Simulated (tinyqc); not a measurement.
p-type polysilicon, carrier trapping at grain boundaries: one step of the calculation.

One-dimensional grains of size Lg, uniform ionised doping N, monovalent traps Qt at each boundary at a depth Et below (for electrons) or above (for holes) the band edge there, abrupt depletion of width W on each side of a boundary, Boltzmann statistics. xi is the distance from the band edge at the grain centre to the Fermi level. Trapped charge Qt/(1 + exp((xi + VB - Et)/Vt)) = 2 N W, barrier VB = q N W^2/(2 eps0 eps_r).

Problem. Depletion width, Fermi level and barrier. If the trap equation with xi = Vt ln(NB/N) has a root W < Lg/2, the grain is partly depleted; otherwise W = Lg/2 and the trap equation gives xi = Et - VB + Vt ln(Qt/(N Lg) - 1). N* = Qt/Lg.

Values chosen for this exercise; values of the order met in polycrystalline silicon:
- T = 400 K (temperature)
- eps_r = 11.7 (relative permittivity)
- NB = 4.08e19 cm^-3 (valence-band density of states at T)
- Lg = 130 nm (grain size)
- Qt = 1.4e12 cm^-2 (trap density of a grain boundary)
- Et = 0.43 eV (depth of the trap level from the majority band edge at the boundary)
- N = 2e17 cm^-3 (doping)

Constants: q = 1.602176634e-19 C, kB = 1.380649e-23 J/K, Vt = kB T/q, eps0 = 8.8541878128e-14 F/cm where lengths are in cm. Results are converted to the units shown.

Wanted: N*; W; xi; VB; share of traps filled.

Solution.

N* = 1.0769e17 cm^-3
W = 32.291 nm
xi = 0.18331 V
VB = 0.16127 V
share of traps filled = 0.92260

N is 1.86 N*, and the grain is partly depleted; VB = 4.68 Vt.

Computed by the program tinyqc: `OMP_NUM_THREADS=1 python tinyqc.py 2830101 2830102 out.jsonl`, one thread of a shared Intel Xeon 2.30GHz, about 0.01 s for the whole run.
